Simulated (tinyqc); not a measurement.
What each parameter of the potential does: deformation potentials from a strained empirical pseudopotential.

Diamond lattice, no spin-orbit coupling. Atomic form factor V(q) = a1 (q^2 - a2)/(a3 exp(a4 q^2) - 1) in rydberg with q in 1/bohr, for the unstrained cell. Under a strain e the reciprocal vectors and k go over into (1 + e)^(-1) G, the atoms sit at +/- tau with tau = (1 + e) a (1,1,1)/8 - zeta a (eyz, ezx, exy)/4, and H(G,G') = c |k + G|^2 delta + (V(q)/det(1 + e)) cos(q.tau), q = G - G', with the term q = 0 left out; c = hbar^2/2m0. The basis is fixed before straining: all G with |k + G|^2 up to 16 (2 pi/a)^2. k is given in units of 2 pi/a of the unstrained cell.

Constants: hbar^2/2m0 = 3.80998211 eV angstrom^2; Ry = 13.60569312 eV; a0 (Bohr radius) = 0.5291772105 angstrom.

Values chosen for the exercise (a germanium-sized cell with gaps well above those of Ge; not measured data):

| symbol | value | unit | meaning |
|---|---|---|---|
| a | 5.666 | angstrom | lattice constant |
| a1 | 0.396 |  |  |
| a2 | 2.43 |  |  |
| a3 | 2.063 |  |  |
| a4 | 0.458 |  |  |
| kD | 0.82 | 2 pi/a | position of the Delta minimum |

Gaps from the valence top to level 5 at Gamma and level 5 at (kD,0,0) and L, and their deformation potentials [E(+h) - E(-h)]/(3 ln((1 + h)/(1 - h))) for e = +/- h 1, h = 0.002. The row for the lattice constant keeps V(q) without the volume factor, so it is not a strain.

Results for these values:

| case | Gamma (eV) | Delta (eV) | L (eV) | potential Gamma (eV) | potential Delta (eV) | potential L (eV) |
|---|---|---|---|---|---|---|
| base | 1.497 | 1.234 | 1.088 | -8.84 | 0.84 | -2.89 |

What happens to each result for a2 = 2.454, all else kept?

Answer: Gamma falls from 1.497 to 1.358; Delta rises from 1.234 to 1.295; L falls from 1.088 to 1.070; potential Gamma falls from -8.84 to -8.89; potential Delta falls from 0.84 to 0.78; potential L falls from -2.89 to -2.92.

The same for each parameter in turn:

| case | Gamma (eV) | Delta (eV) | L (eV) | potential Gamma (eV) | potential Delta (eV) | potential L (eV) |
|---|---|---|---|---|---|---|
| base | 1.497 | 1.234 | 1.088 | -8.84 | 0.84 | -2.89 |
| a = 5.723 angstrom | 1.291 | 1.465 | 1.138 | -9.02 | 0.53 | -3.08 |
| a1 = 0.4 | 1.519 | 1.304 | 1.135 | -8.92 | 0.81 | -2.92 |
| a2 = 2.454 | 1.358 | 1.295 | 1.070 | -8.89 | 0.78 | -2.92 |
| a3 = 2.042 | 1.516 | 1.332 | 1.149 | -8.94 | 0.82 | -2.92 |
| a4 = 0.463 | 1.438 | 1.160 | 1.027 | -8.69 | 0.93 | -2.79 |

Program tinyqc; command `OMP_NUM_THREADS=1 python tinyqc.py 1851246 1851247 out.jsonl`; about 0.2 s on one thread of a shared Intel(R) Xeon(R) Processor @ 2.30GHz.
